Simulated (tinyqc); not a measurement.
Worked calculation: elastic strain and critical thickness of a cubic alloy layer A(1-x)B(x) on a thick substrate. Computed by tinyqc, a small Python program that keeps every step. Command: `OMP_NUM_THREADS=1 python tinyqc.py 3009815 3009816 out.jsonl misfit walk`. One thread of a shared host (Intel(R) Xeon(R) Processor @ 2.30GHz), about 0.01 s of CPU time with the checks. Intermediate numbers are printed to about 5 digits and carried at full precision; extremes and crossings named in words are read from the listed rows.

Strain is positive in tension. The layer is coherent with the substrate unless said otherwise.

Inputs (values chosen for the exercise, for a model alloy):
```
quantity                           value      unit
fraction x of B                     0.74         -
lattice constant a_A               5.653  angstrom
lattice constant a_B               5.451  angstrom
substrate lattice constant a_S     5.645  angstrom
layer thickness h                    350        nm
X-ray wavelength                1.540593  angstrom
start of the iteration h0/b          0.2         -
```

Growth plane: (111). Layer: buried under a thick cap. Misfit dislocation: edge.

C11, C12, C44 of A (GPa): 106.8  54.75  53.08

C11, C12, C44 of B (GPa): 145.8  66.46  75.21

## Alloy by Vegard's rule, and misfit

a = (1 - x) a_A + x a_B, the same rule for each C_ij; misfit f = (a_S - a)/a, the in-plane strain of the coherent layer.

free lattice constant a = 5.50352 angstrom

elastic constants (GPa): C11 135.6600, C12 63.4154, C44 69.4562

misfit f = 0.025707

The layer is stretched in the plane by 2.57 %.

## Biaxial strain, stress and energy

(111): D = 2 (C11 + 2 C12 - 2 C44)/(C11 + 2 C12 + 4 C44), M = 6 C44 (C11 + 2 C12)/(C11 + 2 C12 + 4 C44). The free surface carries no normal stress, so e_perp = -D f; dV/V = 2 f + e_perp; stress = M f; energy per area = M f^2 h (1 GPa nm = 1 J/m^2).

ratio D = 0.45743

normal strain e_perp = -0.011759

volume strain dV/V = 0.039655

biaxial modulus M = 202.46 GPa

in-plane stress = 5.2046 GPa

strain energy per area = 46.828 J/m^2

Caution: above about 2 % misfit, linear elasticity is rough and compressed layers tend to form islands before dislocations.

## Symmetric X-ray reflection

Reflection 111: d = a_perp/sqrt(3), with a_perp = a (1 + e_perp) for the coherent layer, a for the relaxed layer and a_S for the substrate; sin(theta) = lambda/(2 d).

Bragg angles:
```
crystal         a_perp (angstrom)  theta (degrees)  from substrate (arcsec)
substrate                  5.6450           13.671                      0.0
coherent layer             5.4388           14.200                   1904.3
relaxed layer              5.5035           14.030                   1290.8
```

peak separation of the coherent layer = 1904.3 arcsec

The coherent layer lies 1.48 times as far from the substrate peak as a relaxed one, about 1 + D = 1.46: reading its peak as relaxed would overstate the mismatch by that factor.

## Isotropic constants and the prefactor A

Voigt averages: G = (C11 - C12 + 3 C44)/5, B = (C11 + 2 C12)/3, nu = (3 B - 2 G)/(2 (3 B + G)); b = a/sqrt(2). Edge dislocation with b in the interface: cos alpha = 0, cos lambda = 1. Matthews-Blakeslee: h_c = A [ln(h_c/b) + 1], A = b (1 - nu cos^2 alpha)/(4 pi |f| (1 + nu) cos lambda), the factor 4 pi being that of a buried layer, with a dislocation at both interfaces.

shear modulus G = 56.12264 GPa

Poisson ratio nu = 0.23578

Burgers vector b = 0.38916 nm

prefactor A = 0.97481 nm

## Critical thickness by fixed-point iteration

Start at h0, put the right side back in, and stop when the change is below 1e-9 h or h turns negative.

Iteration:
```
step  h in (nm)  h out (nm)  change (nm)
1      0.077832    -0.59409     -0.67192
```

critical thickness h_c (Matthews-Blakeslee) = -0.59409 nm

The start lies below the lower, unphysical root of the equation, so h falls and turns negative, where the logarithm fails.

Reruns converge with start of the iteration h0/b = 20.0; or with start of the iteration h0/b = 1.0.

Checks made by the program: D and M against the full stiffness tensor (relative difference below 1e-10).
